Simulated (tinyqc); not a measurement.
Decay across the direct gap: complex band structure along [001] in sp3s* tight binding.

For k = (0, 0, kz) the phase sums are g0 = cos(phi) and g3 = i sin(phi), phi = kz a/4, and the s, pz, s* orbitals of anion (a) and cation (c) decouple from px, py. With z = exp(i phi), H(z) = H0 + z T + T^T/z for any complex z. H0 is diagonal (Esa, Epa, Exa, Esc, Epc, Exc). The anion-cation block is B(z) = z U + W/z and the cation-anion block z W^T + U^T/z, where U has Vss/2 (s,s), Vsapc/2 (s,z), -Vscpa/2 (z,s), Vxx/2 (z,z), Vxapc/2 (s*,z), -Vpaxc/2 (z,s*), and W has the same values with the s-z and s*-z signs reversed. |z| = 1 is a band state, |z| < 1 decays along [001] as exp(-kappa d) over a distance d, kappa = -(4/a) ln|z|. No spin-orbit coupling.

Constants: hbar^2/2m0 = 3.80998211 eV angstrom^2.

Inputs chosen for the exercise (out of a larger set: near a published set for InP, fitted to gaps, whose masses and valley positions are rough (light masses up to twice too heavy); not measured data): p = (-8.515, 0.874, -1.473, 4.018, 8.277, 7.018, -5.394, 1.892, 4.211, 2.218, 5.626, 3.489, 4.476) eV (order Esa, Epa, Esc, Epc, Exa, Exc, Vss, Vxx, Vxy, Vsapc, Vscpa, Vxapc, Vpaxc); a = 5.865 angstrom (lattice constant).

Ev = -0.01385 eV
EG (direct gap) = 1.46133 eV

masses of this model, from the curvature at Gamma (m0): m_lh 0.09704, m_e 0.12680

kappa of the imaginary branch at Gamma against three formulas: parabolic from the valence edge, sqrt(m_lh E/c); parabolic from the conduction edge, sqrt(m_e (EG - E)/c); two-band (Franz), sqrt(m E (1 - E/EG)/c) with m = 2 m_lh m_e/(m_lh + m_e). E from Ev; c = hbar^2/2m0.

kappa (1/angstrom):
```
E/EG  E (eV)  tight binding  parabolic, valence  parabolic, conduction  two-band
0.05  0.0731         0.0422              0.0431                 0.2149    0.0448
0.15  0.2192         0.0698              0.0747                 0.2033    0.0733
0.25  0.3653         0.0855              0.0965                 0.1910    0.0889
0.35  0.5115         0.0952              0.1141                 0.1778    0.0979
0.50  0.7307         0.1016              0.1364                 0.1559    0.1027
0.65  0.9499         0.0990              0.1555                 0.1305    0.0979
0.75  1.0960         0.0912              0.1671                 0.1103    0.0889
0.85  1.2421         0.0765              0.1779                 0.0854    0.0733
0.95  1.3883         0.0476              0.1880                 0.0493    0.0448
```

The branch joins the light-hole and conduction bands and peaks, among these rows, at E/EG = 0.50 with kappa = 0.1016 1/angstrom. At mid-gap the parabola from the conduction edge is +53 % off and the two-band form +1.0 %; over 5 nm the parabola would misstate exp(-2 kappa d) by a factor 228.

(tinyqc, `OMP_NUM_THREADS=1 python tinyqc.py 1480020 1480021 out.jsonl`, Intel(R) Xeon(R) Processor @ 2.30GHz, 1 thread, shared host, about 0.02 s.)
